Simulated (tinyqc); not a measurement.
What each parameter does: band-to-band tunnelling across a p-n junction in a two-band chain.

Sites alternate A at -Eg/2 and C at +Eg/2 with hopping -t; near the edges, with k counted from the zone boundary pi/a, E^2 = (Eg/2)^2 + (t a k)^2, so t = sqrt(c Eg/m)/a gives the mass m, c = hbar^2/2m0. In the gap cosh(q a) = 1 + (Eg^2/4 - e^2)/(2 t^2), e the energy from the local mid-gap. The potential is V0 = Eg + ov on the p side (left), 0 on the n side, and falls linearly over the 2N sites of the junction, V_j = V0 (1 - j/(2N + 1)), j = 1 to 2N, site 1 being A. E = Eg/2 + x ov. A half chain that ends on a site of level e1 with neighbour e2 has g = (1 + z)/(E - e1), z = exp(-/+ i k a) the root with Im g < 0, cos(k a) = (E - e1)(E - e2)/(2 t^2) - 1. S_L = t^2 g (ending on C, shifted by V0), S_R = t^2 g (starting on A). T = 4 Im(S_L) Im(S_R) |G_(1,2N)|^2.

Constants: hbar^2/2m0 = 3.80998211 eV angstrom^2.

Parameters, chosen for this exercise (gap and mass near those of GaAs; not measured data):

| symbol | value | unit | meaning |
|---|---|---|---|
| Eg | 1.357 | eV | gap |
| m | 0.0788 | m0 | mass of electron and light hole |
| a | 6 | angstrom | period (two sites) |
| ov | 0.21 | eV | overlap: top of the valence band on the p side above the conduction edge on the n side |
| Nw | 15 |  | periods in the junction |
| x | 0.46 |  | energy above the n-side conduction edge, as a share of ov |

N = Nw; WKB exponent 2 I/F with I = pi Eg^2/(8 t a), F = V0/((2N + 1) a/2).

Results for these values:

| case | F (MV/cm) | exponent | log10 T of the chain |
|---|---|---|---|
| base | 1.6849 | 10.5968 | -4.2899 |

What happens to each result for Eg = 1.4927 eV, all else kept?

Answer: F rises from 1.6849 to 1.8309; exponent rises from 10.5968 to 11.2511; log10 T of the chain falls from -4.2899 to -4.5618.

The same for each parameter in turn:

| case | F (MV/cm) | exponent | log10 T of the chain |
|---|---|---|---|
| base | 1.6849 | 10.5968 | -4.2899 |
| Eg = 1.4927 eV | 1.8309 | 11.2511 | -4.5618 |
| m = 0.08668 m0 | 1.6849 | 11.1140 | -4.5110 |
| ov = 0.26 eV | 1.7387 | 10.2691 | -4.1750 |
| Nw = 18 | 1.4117 | 12.6478 | -5.1805 |
| x = 0.57 | 1.6849 | 10.5968 | -4.2920 |
| a = 6.5 angstrom | 1.5553 | 11.4799 | -4.6674 |

Program tinyqc; command `OMP_NUM_THREADS=1 python tinyqc.py 1451540 1451541 out.jsonl`; about 0.01 s on one thread of a shared Intel(R) Xeon(R) Processor @ 2.30GHz.
